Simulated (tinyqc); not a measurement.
CCSD on RHF in the 6-31g basis, for H3+, spin multiplicity 1, step by step. Computed by tinyqc, a small Python program that keeps every step (integrals from PySCF). Settings: charge = 1, multiplicity = 1, basis = 6-31g, method = RHF, energy threshold = 1e-10, iteration cap = 61, orthogonalisation = canonical, start = Wolfsberg-Helmholz matrix, DIIS depth = 6, amplitude equations = CCSD, DIIS depth for amplitudes = 6, cap on updates = 56. Command: `OMP_NUM_THREADS=1 python tinyqc.py 29445 29446 out.jsonl` (the two numbers bound the seeds that draw the settings). One thread of a shared host (Intel(R) Xeon(R) Processor @ 2.60GHz), about 0.2 s of CPU time with the checks. The early iterations of the SCF are left out here.

## One-electron integrals

Geometry (angstrom):

| atom | x | y | z |
|---|---|---|---|
| H | 0.000000 | 0.000000 | 0.000000 |
| H | 0.000000 | 0.000000 | 0.901000 |
| H | 0.000000 | 0.000000 | -0.901000 |

Basis 6-31g: exponents (1/bohr^2) and contraction coefficients of normalised primitives:

| element | l (shell) | exponent | coefficient |
|---|---|---|---|
| H | s (1) | 18.731137 | 0.033495 |
| H | s (1) | 2.825394 | 0.234727 |
| H | s (1) | 0.640122 | 0.813757 |
| H | s (2) | 0.161278 | 1.000000 |

Overlap, kinetic and nuclear-attraction integrals over the contracted functions; the nuclear repulsion is the sum of Za Zb / Rab.

nuclear repulsion = 1.46830525 hartree

overlap S:
```
          1H 1s     1H 2s     2H 1s     2H 2s     3H 1s     3H 2s
1H 1s  1.000000  0.658292  0.322231  0.449714  0.322231  0.449714
1H 2s  0.658292  1.000000  0.449714  0.791543  0.449714  0.791543
2H 1s  0.322231  0.449714  1.000000  0.658292  0.016810  0.143762
2H 2s  0.449714  0.791543  0.658292  1.000000  0.143762  0.392552
3H 1s  0.322231  0.449714  0.016810  0.143762  1.000000  0.658292
3H 2s  0.449714  0.791543  0.143762  0.392552  0.658292  1.000000
```

kinetic energy T (hartree):
```
          1H 1s     1H 2s      2H 1s      2H 2s      3H 1s      3H 2s
1H 1s  1.395678  0.259735   0.087491   0.132086   0.087491   0.132086
1H 2s  0.259735  0.241917   0.132086   0.161644   0.132086   0.161644
2H 1s  0.087491  0.132086   1.395678   0.259735  -0.025896  -0.000837
2H 2s  0.132086  0.161644   0.259735   0.241917  -0.000837   0.035765
3H 1s  0.087491  0.132086  -0.025896  -0.000837   1.395678   0.259735
3H 2s  0.132086  0.161644  -0.000837   0.035765   0.259735   0.241917
```

nuclear attraction V (hartree):
```
           1H 1s      1H 2s      2H 1s      2H 2s      3H 1s      3H 2s
1H 1s  -2.822863  -1.494210  -0.798498  -1.011974  -0.798498  -1.011974
1H 2s  -1.494210  -1.614097  -0.936341  -1.238173  -0.936341  -1.238173
2H 1s  -0.798498  -0.936341  -2.531708  -1.311573  -0.041278  -0.306375
2H 2s  -1.011974  -1.238173  -1.311573  -1.419304  -0.306375  -0.633617
3H 1s  -0.798498  -0.936341  -0.041278  -0.306375  -2.531708  -1.311573
3H 2s  -1.011974  -1.238173  -0.306375  -0.633617  -1.311573  -1.419304
```

core Hamiltonian H = T + V (hartree):
```
           1H 1s      1H 2s      2H 1s      2H 2s      3H 1s      3H 2s
1H 1s  -1.427185  -1.234475  -0.711007  -0.879888  -0.711007  -0.879888
1H 2s  -1.234475  -1.372180  -0.804255  -1.076528  -0.804255  -1.076528
2H 1s  -0.711007  -0.804255  -1.136030  -1.051838  -0.067175  -0.307212
2H 2s  -0.879888  -1.076528  -1.051838  -1.177387  -0.307212  -0.597852
3H 1s  -0.711007  -0.804255  -0.067175  -0.307212  -1.136030  -1.051838
3H 2s  -0.879888  -1.076528  -0.307212  -0.597852  -1.051838  -1.177387
```

## Two-electron integrals

Functions are numbered as in S; the eight-fold symmetry (ij|kl) = (ji|kl) = (kl|ij) leaves the list below.

Two-electron integrals (ij|kl) in chemists' order, unique and non-zero (hartree):
```
(11|11) 1.076566   (21|11) 0.578470   (21|21) 0.329423   (22|11) 0.587396
(22|21) 0.361304   (22|22) 0.453150   (31|11) 0.271776   (31|21) 0.156936
(31|22) 0.175015   (31|31) 0.097967   (32|11) 0.278265   (32|21) 0.171525
(32|22) 0.213394   (32|31) 0.114462   (32|32) 0.152662   (33|11) 0.568559
(33|21) 0.359553   (33|22) 0.463701   (33|31) 0.271776   (33|32) 0.386621
(33|33) 1.076566   (41|11) 0.386621   (41|21) 0.221286   (41|22) 0.244650
(41|31) 0.114462   (41|32) 0.128352   (41|33) 0.278265   (41|41) 0.152662
(42|11) 0.436128   (42|21) 0.270383   (42|22) 0.345189   (42|31) 0.147217
(42|32) 0.190616   (42|33) 0.436128   (42|41) 0.190616   (42|42) 0.283917
(43|11) 0.359553   (43|21) 0.226162   (43|22) 0.293061   (43|31) 0.156936
(43|32) 0.221286   (43|33) 0.578470   (43|41) 0.171525   (43|42) 0.270383
(43|43) 0.329423   (44|11) 0.463701   (44|21) 0.293061   (44|22) 0.391424
(44|31) 0.175015   (44|32) 0.244650   (44|33) 0.587396   (44|41) 0.213394
(44|42) 0.345189   (44|43) 0.361304   (44|44) 0.453150   (51|11) 0.271776
(51|21) 0.156936   (51|22) 0.175015   (51|31) 0.059767   (51|32) 0.063825
(51|33) 0.126958   (51|41) 0.097608   (51|42) 0.117435   (51|43) 0.082928
(51|44) 0.118448   (51|51) 0.097967   (52|11) 0.278265   (52|21) 0.171525
(52|22) 0.213394   (52|31) 0.063825   (52|32) 0.072131   (52|33) 0.145430
(52|41) 0.105563   (52|42) 0.139071   (52|43) 0.095407   (52|44) 0.140529
(52|51) 0.114462   (52|52) 0.152662   (53|11) 0.016265   (53|21) 0.009083
(53|22) 0.009613   (53|31) 0.004324   (53|32) 0.004590   (53|33) 0.009552
(53|41) 0.006090   (53|42) 0.007167   (53|43) 0.005992   (53|44) 0.007692
(53|51) 0.004324   (53|52) 0.004590   (53|53) 0.000253   (54|11) 0.099814
(54|21) 0.060196   (54|22) 0.071973   (54|31) 0.023171   (54|32) 0.025759
(54|33) 0.051879   (54|41) 0.037550   (54|42) 0.048075   (54|43) 0.033888
(54|44) 0.048936   (54|51) 0.037808   (54|52) 0.047681   (54|53) 0.001626
(54|54) 0.015329   (55|11) 0.568559   (55|21) 0.359553   (55|22) 0.463701
(55|31) 0.126958   (55|32) 0.145430   (55|33) 0.293646   (55|41) 0.216146
(55|42) 0.291134   (55|43) 0.193227   (55|44) 0.289989   (55|51) 0.271776
(55|52) 0.386621   (55|53) 0.009552   (55|54) 0.115892   (55|55) 1.076566
(61|11) 0.386621   (61|21) 0.221286   (61|22) 0.244650   (61|31) 0.097608
(61|32) 0.105563   (61|33) 0.216146   (61|41) 0.144912   (61|42) 0.176266
(61|43) 0.138215   (61|44) 0.186107   (61|51) 0.114462   (61|52) 0.128352
(61|53) 0.006090   (61|54) 0.044157   (61|55) 0.278265   (61|61) 0.152662
(62|11) 0.436128   (62|21) 0.270383   (62|22) 0.345189   (62|31) 0.117435
(62|32) 0.139071   (62|33) 0.291134   (62|41) 0.176266   (62|42) 0.245243
(62|43) 0.187777   (62|44) 0.264393   (62|51) 0.147217   (62|52) 0.190616
(62|53) 0.007167   (62|54) 0.061884   (62|55) 0.436128   (62|61) 0.190616
(62|62) 0.283917   (63|11) 0.099814   (63|21) 0.060196   (63|22) 0.071973
(63|31) 0.037808   (63|32) 0.047681   (63|33) 0.115892   (63|41) 0.044157
(63|42) 0.061884   (63|43) 0.067300   (63|44) 0.076158   (63|51) 0.023171
(63|52) 0.025759   (63|53) 0.001626   (63|54) 0.009223   (63|55) 0.051879
(63|61) 0.037550   (63|62) 0.048075   (63|63) 0.015329   (64|11) 0.230583
(64|21) 0.141830   (64|22) 0.177885   (64|31) 0.068702   (64|32) 0.083768
(64|33) 0.182027   (64|41) 0.096038   (64|42) 0.135505   (64|43) 0.115042
(64|44) 0.153654   (64|51) 0.068702   (64|52) 0.083768   (64|53) 0.003774
(64|54) 0.028253   (64|55) 0.182027   (64|61) 0.096038   (64|62) 0.135505
(64|63) 0.028253   (64|64) 0.069829   (65|11) 0.359553   (65|21) 0.226162
(65|22) 0.293061   (65|31) 0.082928   (65|32) 0.095407   (65|33) 0.193227
(65|41) 0.138215   (65|42) 0.187777   (65|43) 0.127024   (65|44) 0.189525
(65|51) 0.156936   (65|52) 0.221286   (65|53) 0.005992   (65|54) 0.067300
(65|55) 0.578470   (65|61) 0.171525   (65|62) 0.270383   (65|63) 0.033888
(65|64) 0.115042   (65|65) 0.329423   (66|11) 0.463701   (66|21) 0.293061
(66|22) 0.391424   (66|31) 0.118448   (66|32) 0.140529   (66|33) 0.289989
(66|41) 0.186107   (66|42) 0.264393   (66|43) 0.189525   (66|44) 0.278064
(66|51) 0.175015   (66|52) 0.244650   (66|53) 0.007692   (66|54) 0.076158
(66|55) 0.587396   (66|61) 0.213394   (66|62) 0.345189   (66|63) 0.048936
(66|64) 0.153654   (66|65) 0.361304   (66|66) 0.453150
```

## Orthogonalisation

S = U s U^T; canonical form X = U s^(-1/2), so that X^T S X = 1. Each column of U has its largest component positive (the first on a tie).

eigenvalues of S: 0.042022  0.247563  0.448087  0.584310  1.343075  3.334943

X:
```
               1          2          3          4          5         6
1H 1s  -0.793102   0.000000   0.396381   1.127906   0.000000  0.218915
1H 2s   3.778635   0.000000  -0.526716   0.014599   0.000000  0.287456
2H 1s   0.242156  -0.814546   0.832154  -0.398466   0.499983  0.168308
2H 2s  -2.094365   1.164561  -0.453984  -0.246461   0.349710  0.237324
3H 1s   0.242156   0.814546   0.832154  -0.398466  -0.499983  0.168308
3H 2s  -2.094365  -1.164561  -0.453984  -0.246461  -0.349710  0.237324
```

## Iteration 6 (converged): orbitals

converged F (hartree):
```
           1H 1s      1H 2s      2H 1s      2H 2s      3H 1s      3H 2s
1H 1s  -0.521315  -0.841062  -0.571723  -0.646357  -0.571723  -0.646357
1H 2s  -0.841062  -0.804478  -0.581366  -0.645379  -0.581366  -0.645379
2H 1s  -0.571723  -0.581366  -0.292855  -0.622639  -0.161892  -0.314082
2H 2s  -0.646357  -0.645379  -0.622639  -0.593506  -0.314082  -0.436981
3H 1s  -0.571723  -0.581366  -0.161892  -0.314082  -0.292855  -0.622639
3H 2s  -0.646357  -0.645379  -0.314082  -0.436981  -0.622639  -0.593506
```

Diagonalise F' = X^T F X, C = X C', fill 1 alpha and 1 beta electrons from the bottom; D = 2 C_occ C_occ^T. Each column has its largest component positive (the first on a tie).

F' = X^T F X (hartree):
```
           1          2          3          4          5          6
1   0.480080   0.000000   0.017292  -0.465115   0.000000  -0.020032
2   0.000000   0.572432   0.000000   0.000000  -0.204353   0.000000
3   0.017292   0.000000   0.519937  -0.137349   0.000000  -0.177436
4  -0.465115   0.000000  -0.137349   0.440694   0.000000  -0.147368
5   0.000000  -0.204353   0.000000   0.000000  -0.319565   0.000000
6  -0.020032   0.000000  -0.177436  -0.147368   0.000000  -0.996022
```

orbital energies (hartree): MO1 -1.037885, MO2 -0.364153, MO3 0.001479, MO4 0.526945, MO5 0.617020, MO6 0.954150

coefficients C:
```
            MO1        MO2        MO3        MO4        MO5        MO6
1H 1s  0.365300   0.000000   0.277737  -0.634399   0.000000  -1.221957
1H 2s  0.408549   0.000000   2.477802   1.513168   0.000000   2.458102
2H 1s  0.229656   0.314850  -0.043823  -0.687826  -0.902406   0.640668
2H 2s  0.042410   0.589926  -1.685758  -0.063664   1.063244  -1.364515
3H 1s  0.229656  -0.314850  -0.043823  -0.687826   0.902406   0.640668
3H 2s  0.042410  -0.589926  -1.685758  -0.063664  -1.063244  -1.364515
```

D after iteration 6:
```
          1H 1s     1H 2s     2H 1s     2H 2s     3H 1s     3H 2s
1H 1s  0.266888  0.298486  0.167787  0.030985  0.167787  0.030985
1H 2s  0.298486  0.333824  0.187652  0.034653  0.187652  0.034653
2H 1s  0.167787  0.187652  0.105484  0.019480  0.105484  0.019480
2H 2s  0.030985  0.034653  0.019480  0.003597  0.019480  0.003597
3H 1s  0.167787  0.187652  0.105484  0.019480  0.105484  0.019480
3H 2s  0.030985  0.034653  0.019480  0.003597  0.019480  0.003597
```

## Convergence

Stop when the energy changes by less than 1e-10 hartree and every element of the error matrix X^T (F D S - S D F) X is below 3e-06.

Course of the cycle:

| iteration | E (hartree) | change | largest element of the error matrix |
|---|---|---|---|
| 1 | -1.15381232 | - | 3.71e-01 |
| 2 | -1.21137372 | -5.76e-02 | 6.88e-02 |
| 3 | -1.21335894 | -1.99e-03 | 1.32e-03 |
| 4 | -1.21335976 | -8.27e-07 | 1.62e-04 |
| 5 | -1.21335978 | -1.93e-08 | 9.69e-06 |
| 6 | -1.21335978 | -4.10e-11 | 1.53e-09 |

PySCF RHF in the same basis = -1.21335978 hartree

Converged in 6 iterations.

## Integrals over molecular orbitals

(pq|rs) = sum C_ip C_jq C_kr C_ls (ij|kl), one index at a time.

one-electron integrals over orbitals h = C^T H C (hartree):
```
           1          2          3          4          5          6
1  -1.643780   0.000000  -0.090813   0.092404   0.000000   0.077554
2   0.000000  -1.168506   0.000000   0.000000   0.174625   0.000000
3  -0.090813   0.000000  -0.711266  -0.023402   0.000000   0.229220
4   0.092404   0.000000  -0.023402  -0.357156   0.000000  -0.025594
5   0.000000   0.174625   0.000000   0.000000  -0.193322   0.000000
6   0.077554   0.000000   0.229220  -0.025594   0.000000  -0.117146
```

Two-electron integrals over orbitals (pq|rs), unique and non-zero (hartree):
```
(11|11) 0.605895    (21|21) 0.121195    (22|11) 0.462774    (22|22) 0.452980
(31|11) 0.090813    (31|22) 0.004755    (31|31) 0.055658    (32|21) -0.077223
(32|32) 0.084635    (33|11) 0.384202    (33|22) 0.361930    (33|31) 0.014029
(33|33) 0.340728    (41|11) -0.092404   (41|22) -0.073987   (41|31) -0.011991
(41|33) -0.041701   (41|41) 0.058289    (42|21) -0.060819   (42|32) 0.032016
(42|42) 0.051141    (43|11) 0.005705    (43|22) 0.022102    (43|31) -0.010632
(43|33) 0.004288    (43|41) 0.000451    (43|43) 0.012110    (44|11) 0.471195
(44|22) 0.406678    (44|31) 0.040737    (44|33) 0.330826    (44|41) -0.054611
(44|43) 0.017880    (44|44) 0.420775    (51|21) -0.068730   (51|32) 0.028468
(51|42) 0.051928    (51|51) 0.056929    (52|11) -0.121677   (52|22) -0.107321
(52|31) -0.008945   (52|33) -0.040534   (52|41) 0.057359    (52|43) -0.015762
(52|44) -0.095479   (52|52) 0.086837    (53|21) -0.016072   (53|32) 0.033623
(53|42) -0.008931   (53|51) -0.008994   (53|53) 0.035266    (54|21) 0.108458
(54|32) -0.069402   (54|42) -0.062794   (54|51) -0.068818   (54|53) -0.010038
(54|54) 0.110576    (55|11) 0.433635    (55|22) 0.427999    (55|31) 0.002933
(55|33) 0.339133    (55|41) -0.078205   (55|43) 0.020786    (55|44) 0.394362
(55|52) -0.112419   (55|55) 0.427248    (61|11) -0.077554   (61|22) 0.022805
(61|31) -0.065503   (61|33) -0.022727   (61|41) 0.012851    (61|43) 0.026397
(61|44) -0.010669   (61|52) -0.020306   (61|55) 0.030325    (61|61) 0.109416
(62|21) 0.071643    (62|32) -0.038102   (62|42) -0.049807   (62|51) -0.052834
(62|53) 0.010965    (62|54) 0.072660    (62|62) 0.060514    (63|11) -0.147361
(63|22) -0.073512   (63|31) -0.047566   (63|33) -0.046265   (63|41) 0.044419
(63|43) 0.002958    (63|44) -0.088373   (63|52) 0.050207    (63|55) -0.064727
(63|61) 0.052101    (63|63) 0.075484    (64|11) 0.019222    (64|22) -0.047574
(64|31) 0.043233    (64|33) -0.005719   (64|41) 0.017888    (64|43) -0.018919
(64|44) -0.009152   (64|52) 0.039097    (64|55) -0.058319   (64|61) -0.072595
(64|63) -0.020767   (64|64) 0.066740    (65|21) -0.098251   (65|32) 0.074369
(65|42) 0.061774    (65|51) 0.063052    (65|53) 0.014213    (65|54) -0.101422
(65|62) -0.066782   (65|65) 0.102826    (66|11) 0.590356    (66|22) 0.449809
(66|31) 0.090842    (66|33) 0.388316    (66|41) -0.114244   (66|43) -0.004040
(66|44) 0.457527    (66|52) -0.121663   (66|55) 0.432398    (66|61) -0.102705
(66|63) -0.158504   (66|64) 0.026644    (66|66) 0.626138
```

## CCSD: starting amplitudes

t_ij^ab = <ij||ab> / (e_i + e_j - e_a - e_b), whose energy is MP2.

Starting amplitudes (spin orbitals 1a, 1b, ...; amplitudes related by a flip of all spins are not repeated):

| from | to | t |
|---|---|---|
| 1a 1b | 2a 2b | -0.089943 |
| 1a 1b | 2a 5b | 0.029515 |
| 1a 1b | 6a 6b | -0.027463 |
| 1a 1b | 3a 3b | -0.026775 |
| 1a 1b | 3a 6b | 0.021608 |
| 1a 1b | 4a 4b | -0.018625 |
| 1a 1b | 5a 5b | -0.017200 |
| 1a 1b | 3a 4b | 0.004605 |
| 1a 1b | 4a 6b | -0.003613 |

correlation energy = -0.02455175 hartree

## CCSD: amplitude update 1

t_i^a D_i^a and t_ij^ab D_ij^ab are set to the remaining terms of the spin-orbital equations, evaluated with the old amplitudes; for the doubles these are <ij||ab> + 1/2 <ab||ef> t_ij^ef + 1/2 <mn||ij> t_mn^ab + P(ij)P(ab) <mb||ej> t_im^ae + terms in t^2 + terms with t1, D the orbital-energy denominators.

Amplitudes after update 1 (spin orbitals 1a, 1b, ...; amplitudes related by a flip of all spins are not repeated):

| from | to | t |
|---|---|---|
| 1a 1b | 2a 2b | -0.122487 |
| 1a 1b | 2a 5b | 0.037192 |
| 1a 1b | 3a 3b | -0.032231 |
| 1a 1b | 6a 6b | -0.030669 |
| 1a 1b | 3a 6b | 0.026770 |
| 1a 1b | 4a 4b | -0.018743 |
| 1a 1b | 5a 5b | -0.017494 |
| 1a | 4a | -0.008903 |
| 1a | 3a | -0.007859 |
| 1a 1b | 3a 4b | 0.007584 |
| 1a 1b | 4a 6b | -0.007308 |
| 1a | 6a | 0.004260 |

correlation energy = -0.03106018 hartree

## CCSD: convergence

E_corr = 1/4 sum <ij||ab> t_ij^ab + 1/2 sum <ij||ab> t_i^a t_j^b; stop when the norm of the change is below 1e-8.

Course of the amplitude iterations:

| update | correlation energy (hartree) | norm of the change |
|---|---|---|
| 0 | -0.02455175 | - |
| 1 | -0.03106018 | 7.47e-02 |
| 2 | -0.03351133 | 3.29e-02 |
| 3 | -0.03543833 | 1.54e-02 |
| 4 | -0.03542167 | 9.67e-04 |
| 5 | -0.03542271 | 9.14e-05 |
| 6 | -0.03542180 | 1.18e-05 |
| 7 | -0.03542176 | 1.38e-06 |
| 8 | -0.03542178 | 2.98e-07 |
| 9 | -0.03542178 | 1.74e-08 |
| 10 | -0.03542178 | 3.18e-09 |

Converged amplitudes (spin orbitals 1a, 1b, ...; amplitudes related by a flip of all spins are not repeated):

| from | to | t |
|---|---|---|
| 1a 1b | 2a 2b | -0.150499 |
| 1a 1b | 2a 5b | 0.043759 |
| 1a 1b | 3a 3b | -0.033737 |
| 1a 1b | 6a 6b | -0.029874 |
| 1a 1b | 3a 6b | 0.027730 |
| 1a 1b | 5a 5b | -0.017881 |
| 1a | 3a | -0.017354 |
| 1a | 4a | -0.016492 |
| 1a 1b | 4a 4b | -0.016460 |
| 1a 1b | 3a 4b | 0.009627 |
| 1a 1b | 4a 6b | -0.008879 |
| 1a | 6a | 0.008275 |

CCSD total energy = -1.24878157 hartree

T1 diagnostic, norm of the one-spin t1 over sqrt(correlated electrons) = 0.017911

Converged in 10 updates, with DIIS from the third.
